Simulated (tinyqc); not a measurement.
Thin (001) film in sp3s* tight binding with raised dangling bonds: one step. Levels of the small film. Three cases, with inputs chosen for the exercise.

Task: Diagonalise both blocks.

Give: levels of the s, pz, s* block; levels of the u, v block.

Case 1.

s, pz, s* block (eV), lower triangle:
```
          sa1       za1      *a1       sc2       zc2      *c2       sa3       za3      *a3       sc4       zc4
sa1   0.77800
za1  -5.00000   6.72100
*a1         0         0  6.61500
sc2  -4.12800  -2.88550        0  -4.22200
zc2   2.88550   0.86050  2.70200         0   1.72100
*c2         0  -2.70200        0         0         0  6.61500
sa3         0         0        0  -4.12800  -2.88550        0  -4.22200
za3         0         0        0   2.88550   0.86050  2.70200         0   1.72100
*a3         0         0        0         0  -2.70200        0         0         0  6.61500
sc4         0         0        0         0         0        0  -4.12800  -2.88550        0  -4.22200
zc4         0         0        0         0         0        0   2.88550   0.86050  2.70200         0   1.72100
*c4         0         0        0         0         0        0         0  -2.70200        0         0         0
sa5         0         0        0         0         0        0         0         0        0  -4.12800  -2.88550
za5         0         0        0         0         0        0         0         0        0   2.88550   0.86050
*a5         0         0        0         0         0        0         0         0        0         0  -2.70200

         *c4      sa5      za5      *a5
*c4  6.61500
sa5        0  0.77800
za5  2.70200  5.00000  6.72100
*a5        0        0        0  6.61500
```

u, v block (eV), lower triangle:
```
         ua1       va1       uc2      vc2      ua3       va3       uc4      vc4       ua5      va5
ua1  1.72100
va1        0  11.72100
uc2  3.15450         0   1.72100
vc2        0  -1.43350         0  1.72100
ua3        0         0  -1.43350        0  1.72100
va3        0         0         0  3.15450        0   1.72100
uc4        0         0         0        0  3.15450         0   1.72100
vc4        0         0         0        0        0  -1.43350         0  1.72100
ua5        0         0         0        0        0         0  -1.43350        0  11.72100
va5        0         0         0        0        0         0         0  3.15450         0  1.72100
```

Result:

levels of the s, pz, s* block (eV): -11.717  -9.630  -6.530  -2.708  1.776  1.939  3.098  3.867  5.601  6.615  7.565  8.086  9.986  11.023  11.599

levels of the u, v block (eV): -2.260  -2.260  -0.847  -0.847  4.155  4.155  5.613  5.613  11.944  11.944

No level lies between 0 and the bulk edge 1.148 eV; confinement has widened the gap at zero in-plane momentum to 2.622 eV.

Case 2.

s, pz, s* block (eV), lower triangle:
```
           sa1       za1      *a1       sc2       zc2      *c2       sa3       za3      *a3       sc4
sa1    5.79300
za1  -10.00000  11.70400
*a1          0         0  6.67400
sc2   -4.16150  -2.88600        0  -4.20700
zc2    2.88600   0.85200  2.67600         0   1.70400
*c2          0  -2.67600        0         0         0  6.67400
sa3          0         0        0  -4.16150  -2.88600        0  -4.20700
za3          0         0        0   2.88600   0.85200  2.67600         0   1.70400
*a3          0         0        0         0  -2.67600        0         0         0  6.67400
sc4          0         0        0         0         0        0  -4.16150  -2.88600        0  -4.20700
zc4          0         0        0         0         0        0   2.88600   0.85200  2.67600         0
*c4          0         0        0         0         0        0         0  -2.67600        0         0
sa5          0         0        0         0         0        0         0         0        0  -4.16150
za5          0         0        0         0         0        0         0         0        0   2.88600
*a5          0         0        0         0         0        0         0         0        0         0

          zc4      *c4       sa5       za5      *a5
zc4   1.70400
*c4         0  6.67400
sa5  -2.88600        0   5.79300
za5   0.85200  2.67600  10.00000  11.70400
*a5  -2.67600        0         0         0  6.67400
```

u, v block (eV), lower triangle:
```
         ua1       va1       uc2      vc2      ua3       va3       uc4      vc4       ua5      va5
ua1  1.70400
va1        0  21.70400
uc2  3.15750         0   1.70400
vc2        0  -1.45350         0  1.70400
ua3        0         0  -1.45350        0  1.70400
va3        0         0         0  3.15750        0   1.70400
uc4        0         0         0        0  3.15750         0   1.70400
vc4        0         0         0        0        0  -1.45350         0  1.70400
ua5        0         0         0        0        0         0  -1.45350        0  21.70400
va5        0         0         0        0        0         0         0  3.15750         0  1.70400
```

Result:

levels of the s, pz, s* block (eV): -11.729  -9.545  -6.325  -2.457  1.822  2.013  3.139  3.953  6.674  6.804  8.019  9.253  10.007  19.603  19.624

levels of the u, v block (eV): -2.280  -2.280  -0.838  -0.838  4.180  4.180  5.646  5.646  21.812  21.812

No level lies between 0 and the bulk edge 1.196 eV; confinement has widened the gap at zero in-plane momentum to 2.660 eV.

Case 3.

s, pz, s* block (eV), lower triangle:
```
          sa1       za1      *a1       sc2       zc2      *c2       sa3       za3      *a3       sc4      zc4
sa1  -1.71300
za1  -2.50000   4.21600
*a1         0         0  6.71400
sc2  -4.15100  -2.85850        0  -4.21300
zc2   2.85850   0.85800  2.69250         0   1.71600
*c2         0  -2.69250        0         0         0  6.71400
sa3         0         0        0  -4.15100  -2.85850        0  -4.21300
za3         0         0        0   2.85850   0.85800  2.69250         0   1.71600
*a3         0         0        0         0  -2.69250        0         0         0  6.71400
sc4         0         0        0         0         0        0  -4.15100  -2.85850        0  -1.71300
zc4         0         0        0         0         0        0   2.85850   0.85800  2.69250   2.50000  4.21600
*c4         0         0        0         0         0        0         0  -2.69250        0         0        0

         *c4
*c4  6.71400
```

u, v block (eV), lower triangle:
```
         ua1       va1       uc2      vc2      ua3       va3      uc4      vc4
ua1  1.71600
va1        0   6.71600
uc2  3.16300         0   1.71600
vc2        0  -1.44700         0  1.71600
ua3        0         0  -1.44700        0  1.71600
va3        0         0         0  3.16300        0   1.71600
uc4        0         0         0        0  3.16300         0  1.71600
vc4        0         0         0        0        0  -1.44700        0  6.71600
```

Result:

levels of the s, pz, s* block (eV): -11.374  -8.315  -3.990  1.811  2.255  3.199  4.066  4.069  7.489  7.629  9.975  10.053

levels of the u, v block (eV): -2.252  -1.696  -0.805  4.084  4.237  5.684  6.965  7.511

No level lies between 0 and the bulk edge 1.167 eV; confinement has widened the gap at zero in-plane momentum to 2.616 eV.

Computed by tinyqc, one run a case: `OMP_NUM_THREADS=1 python tinyqc.py N N+1 out.jsonl` with N = 1452612, 1452738, 1452770; one thread of a shared Intel(R) Xeon(R) Processor @ 2.30GHz, about 0.4 s a run at most.
